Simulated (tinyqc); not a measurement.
Minority carriers and saturation current of a heavily doped emitter: two steps of the calculation.

n-type, parabolic bands, full ionisation. eta = (EF - Ec)/kB T solves N = Nc F12(eta), F12(x) = (2/sqrt(pi)) int_0^infinity sqrt(u)/(1 + exp(u - x)) du. The gap shrinks rigidly by dEg = E1 [ln(N/N0) + sqrt(ln^2(N/N0) + 0.5)], an empirical law that is here taken as the true narrowing.

Values chosen for this exercise; band and dielectric values close to those of germanium:
- T = 300 K (temperature)
- Nc = 1.06e19 cm^-3 (conduction-band density of states at 300 K)
- N = 1.8e18 cm^-3 (ionised donor density)
- mup = 120 cm^2/(V s) (minority-hole mobility)
- Cn = 1.9e-31 cm^6/s (Auger coefficient)
- ts = 7.5 us (defect lifetime)
- W = 850 nm (emitter width)
- S = 2.9e6 cm/s (recombination velocity at the contact)

Constants: q = 1.602176634e-19 C, kB = 1.380649e-23 J/K, Vt = kB T/q. Results are converted to the units shown.

Problem 1. Fermi level. Newton step on ln F12(eta) = ln(N/Nc): eta(new) = eta - ln(Nc F12/N) F12/Fm, Fm(x) = dF12/dx = (1/sqrt(pi)) int_0^infinity u^(-1/2)/(1 + exp(u - x)) du.

eta at the start (Boltzmann value) = -1.7731

Find: F12; Fm; eta after iteration 1.

Solution 1.

F12 = 0.16046
Fm = 0.15188
eta after iteration 1 = -1.7133

Problem 2. Saturation current. 1/tau = Cn N^2 + 1/ts, D = mup Vt, L = sqrt(D tau); J0 = (q p0 D/L)(s + tanh(W/L))/(1 + s tanh(W/L)), s = S L/D; the share recombining inside is 1 - 1/[cosh(W/L)(1 + tanh(W/L)/s)].

p0 = 1.6574468e9 cm^-3

Wanted: tau; L; s; J0; share recombining inside.

Solution 2.

tau = 1335 ns
L = 2.035e4 nm
s = 1903
J0 = 9.577e9 fA/cm^2
share recombining inside = 0.08934 %

The emitter is transparent: most holes reach the contact.

Range of the model: Band tails, non-parabolic bands and incomplete ionisation are left out.

Program tinyqc, `OMP_NUM_THREADS=1 python tinyqc.py 2330058 2330059 out.jsonl`; Intel Xeon 2.30GHz, shared host, one thread, about 0.01 s.
